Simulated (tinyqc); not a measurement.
Decay of LO phonons and the hot-phonon bottleneck in the cooling of electrons: one step, computed by the program tinyqc. Command: `OMP_NUM_THREADS=1 python tinyqc.py 3001372 3001373 out.jsonl hotphonon walk`. One thread of a shared host (Intel(R) Xeon(R) Processor @ 2.30GHz), about 0.01 s of CPU time with the checks.

n(E, T) = 1/(exp(E/(k_B T)) - 1) is the Bose occupation. Electrons have a temperature T_e; the LO modes within their reach share one occupation N; the decay products stay at the lattice temperature.

Task: Spontaneous emission time. Froehlich coupling alpha = (e^2/(4 pi eps_0)) (1/eps_inf - 1/eps_s) k_0/(2 hbar omega), k_0 = sqrt(m* hbar omega/(hbar^2/(2 m_0))); emission time tau_sp = hbar/(2 alpha hbar omega); bottleneck ratio r = (n/N_m) tau/tau_sp.

Inputs (values chosen for the exercise, modelled on gallium arsenide):
```
quantity                                             value    unit
LO energy hbar omega                                  35.5     meV
lattice temperature T                                  150       K
electron mass m*                                     0.066     m_0
eps_inf                                               11.1       -
static dielectric constant eps_s                      12.5       -
electron density n                                 8.6e+17  1/cm^3
density of LO modes that the electrons reach, N_m  1.1e+19  1/cm^3
```

Decay channel: two unequal phonons (Ridley).

phonon lifetime tau = 6.327750 ps

Constants: e^2/(4 pi eps_0) = 14.39964548 eV angstrom; hbar^2/(2 m_0) = 3.80998212 eV angstrom^2; hbar = 6.582119569e-16 eV s.

Give: alpha; emission time tau_sp; bottleneck ratio r.

Result:

alpha = 0.05075

emission time tau_sp = 182.7 fs

bottleneck ratio r = 2.708

r compares the rate at which electrons exchange quanta with a mode to its decay rate. Exchange outruns decay, so a hot population builds up if the power is high enough.
